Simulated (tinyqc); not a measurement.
Temperature and isotope dependence of a band gap in oscillator models, step by step. Values are carried at full precision from step to step, so a last printed digit may differ when a step is redone from the rounded ones.

E(T) = E0 - sum_i sl_i th_i n_i(T), n = 1/(exp(th/T) - 1). The same coupling lowers the gap at 0 K by the zero-point term ZP = sum_i sl_i th_i/2, so the gap of the static lattice is E0 + ZP. Thermal expansion is taken as part of the slopes.

Parameters, chosen for this exercise (near those of Ge; the results hold for these values, not for the real material):
- E0 = 0.75 eV (gap at 0 K)
- th = (119, 334) K (temperatures of two oscillators)
- sl = (0.0822, 0.3288) meV/K (their high-temperature slopes)
- T = 600 K (temperature)
- M = 72.72 u (mean atomic mass)
- dM = -4.07 u (change of the mean mass (not bounded by the natural isotopes))
- T12 = (230, 510) K (temperatures of the fits)

## The gap at T

Give the occupations, the two terms, the gap, ZP and the static gap.

n_i: [4.55853, 1.34256]

terms (meV): [44.591, 147.439]

E(T) = 0.5580 eV
ZP = 59.80 meV
static gap = 0.8098 eV

The thermal fall, 192.0 meV, is larger than the zero-point term, 59.8 meV; the soft oscillator supplies 23 % of the fall but 8 % of ZP. A calculation with clamped ions should be compared with the static gap.

## Slope and asymptote

dE/dT = -sum sl_i (th_i/T)^2 n_i (1 + n_i). At high T, n -> T/th - 1/2, so E -> E0 + ZP - (sum sl_i) T. Give the slope, its ratio to the limit, and the value at 0 K of the tangent drawn at T.

dE/dT = -0.4024 meV/K
ratio to the limiting slope = 0.9790
intercept of the tangent = 0.7994 eV
intercept - E0 = 49.39 meV

The tangent recovers 83 % of ZP: the extrapolation works only from T well above the higher oscillator (334 K).

## Isotope effect

With M -> M + dM the oscillator temperatures scale as M^(-1/2) and the slopes stay. Give th, ZP, E0 (static gap fixed) and E(T) for the new mass, and the linear rule dE0 = ZP dM/(2 M).

th (K): [122.48, 343.76]

ZP = 61.548 meV
shift of E0 = -1.747 meV
linear rule = -1.673 meV
shift of E(T) = -0.308 meV

The lighter crystal has the narrower gap. At 600 K 18 % of the shift at 0 K is left; it fades at high T, where the motion is classical and the mean-square amplitude no longer depends on mass.

## Two common fits

Two-parameter forms are made to pass through the falls at the two temperatures T12: Varshni aV T^2/(T + bV), from the line T^2/fall = (T + bV)/aV; one oscillator s1 t1/(exp(t1/T) - 1), with t1 from the ratio of the falls.

Give the falls and the parameters.

falls (meV): [47.9943, 155.9505]

aV = 0.4950 meV/K
bV = 316 K
t1 = 279.6 K
s1 = 0.4073 meV/K
ZP of the one-oscillator fit = 57.0 meV

The limiting slope of the model is 0.4110 meV/K; Varshni puts it +20 % off and one oscillator -1 %. The ZP of the fit differs from the true one by -2.9 meV.

## Checks

- Slope by finite differences against the formula (meV/K): both 0.40237.
- Fall at 20 times the higher oscillator temperature against the asymptote (meV): 2686.2 against 2685.7.

tinyqc: `OMP_NUM_THREADS=1 python tinyqc.py 1880619 1880620 out.jsonl`; about 0.01 s, one thread, shared Intel(R) Xeon(R) Processor @ 2.30GHz.
